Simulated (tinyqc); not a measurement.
# Changing the planarisation length

Model: chemical-mechanical planarisation: Preston law, pattern density and step-height reduction. Computed by tinyqc, a small Python program. Command: `OMP_NUM_THREADS=1 python tinyqc.py 3026184 3026185 out.jsonl cmp sweep`. One thread of a shared host (Intel(R) Xeon(R) Processor @ 2.30GHz), about 0.02 s of CPU time with the checks.

A row of 8 cells, repeated periodically, holds raised features that cover a share rho of each cell.

Inputs (values chosen for the exercise, close to those used for copper polishing):
```
quantity                        value  unit
Preston coefficient K           5e-14  1/Pa
pressure P                         21   kPa
platen and carrier speed           93   rpm
distance between the centres       17    cm
initial step height h0            290    nm
contact height h_c                 63    nm
film above the raised areas z0    650    nm
cell size                         1.2    mm
polish time t                     120     s
```

local pattern densities, cell by cell: 0.7  0.7  0.4  0.4  0.1  0.25  0.4  0.8

Method:
- With equal rotation speeds the relative speed is uniform, v = omega r_c; Preston rate R0 = K P v.
- The stiff pad averages the density: rho_eff(i) = sum_j w_ij rho_j / sum_j w_ij, w = exp(-2 d^2/L^2), L the planarisation length and d the distance between cell centres, summed over all periodic images of cell j.
- While h > h_c only raised areas polish, at R0/rho_eff, until t_c = rho_eff (h0 - h_c)/R0. After that h = h_c exp(-(t - t_c)/tau), tau = rho_eff h_c/R0; low areas polish at R0 (1 - h/h_c) and raised areas at R0 [1 + (1 - rho_eff) h/(rho_eff h_c)]. Removed from raised areas after t_c: h0 - h_c + R0 (t - t_c) + (1 - rho_eff)(h_c - h); from low areas: R0 (t - t_c) - rho_eff (h_c - h). Film left = z0 less the removal from raised areas.

One run for each value; columns: (1) planarisation length (mm); (2) range of film left across the row (nm); (3) largest remaining step (nm); (4) thinnest film left (nm):
```
(1)     (2)    (3)    (4)
0.36  210.4  36.86  180.4
0.52  210.4  36.86  180.4
0.76  208.5  36.23  181.3
1.10  188.6  29.81  190.6
1.60  158.4  22.60  206.9
2.30  137.2  19.52  221.3
3.40   98.2  12.11  240.5
5.00   47.8   5.46  264.8
7.20   11.4   2.59  282.7
```

Over the rows, range of film left across the row (nm) falls from 210 to 11.4; largest remaining step (nm) falls from 36.9 to 2.59; thinnest film left (nm) rises from 180 to 283. A long planarisation length makes every cell see the mean density.

Extremes, crossings and ranges named in words are read from the listed rows.
